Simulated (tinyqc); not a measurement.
Changing the grain-boundary energy gamma_b: capillary instabilities by surface diffusion: grooving and agglomeration of films, edge retraction, wire break-up and smoothing of roughness. Computed by tinyqc, a small Python program. Command: `OMP_NUM_THREADS=1 python tinyqc.py 3004223 3004224 out.jsonl dewet sweep`. One thread of a shared host (Intel(R) Xeon(R) Processor @ 2.30GHz), about 0.01 s of CPU time with the checks.

Isotropic surface energy; shapes change by surface diffusion alone.

Inputs (values chosen for the exercise, for a model film):
```
quantity                  value        unit
surface energy gamma_s     2.46       J/m^2
interface energy gamma_i    1.3       J/m^2
atomic volume Omega        13.6  angstrom^3
surface sites nu             11      1/nm^2
prefactor D0              4e-06       m^2/s
activation energy Q        2.65          eV
temperature T              1491           K
time t                     1100           s
film thickness h            3.8          nm
grain radius R               95          nm
```

Grooves: at the surface and the interface.

Constants: k_B = 8.617333262e-05 eV/K; k_B = 1.380649e-23 J/K.

Method:
- B = D_s nu gamma_s Omega^2/(k_B T), D_s = D0 exp(-Q/(k_B T)).
- Groove angle beta: sin(beta) = gamma_b/(2 gamma). For circular grains of radius R with spherical caps the groove ends (measured from the mean surface) at the depth R g(beta), g = (2 - 3 cos beta + cos^3 beta)/(3 sin^3 beta). The film parts if R [g(beta_s) + g(beta_i)] > h.
- Mullins' isolated groove: depth below the flat surface d = 0.780 m (B t)^(1/4), m = tan(beta_s), width between the ridges 4.6 (B t)^(1/4); time to reach h: (h/(0.780 m))^4/B.

One run for each value:
```
grain-boundary energy gamma_b (J/m^2)  critical R/h  beta_s (degrees)  time to reach the substrate (s)
0.246                                        27.597             2.866                       8.3589e+04
0.457                                        14.773             5.330                       6.9322e+03
0.668                                        10.015             7.803                       1.4887e+03
0.879                                         7.512            10.292                       4.8298e+02
1.090                                         5.954            12.800                       1.9708e+02
1.300                                         4.882            15.321                       9.3203e+01
1.510                                         4.085            17.873                       4.8554e+01
1.720                                         3.457            20.462                       2.7085e+01
```

Over the rows, critical R/h falls from 27.6 to 3.46 (exponent d ln y / d ln x -1.0 between the first rows and -1.3 between the last); beta_s (degrees) rises from 2.87 to 20.5 (exponent d ln y / d ln x about 1.0 throughout); time to reach the substrate (s) falls from 83600 to 27.1 (exponent d ln y / d ln x -4.0 between the first rows and -4.5 between the last). At the low end the exponent of critical R/h is -1.01, close to -1: g is about beta/4 for small angles.

Caution (rows 0.246, 0.457, 0.668): the grains are too small for the surface groove ever to reach the depth h.
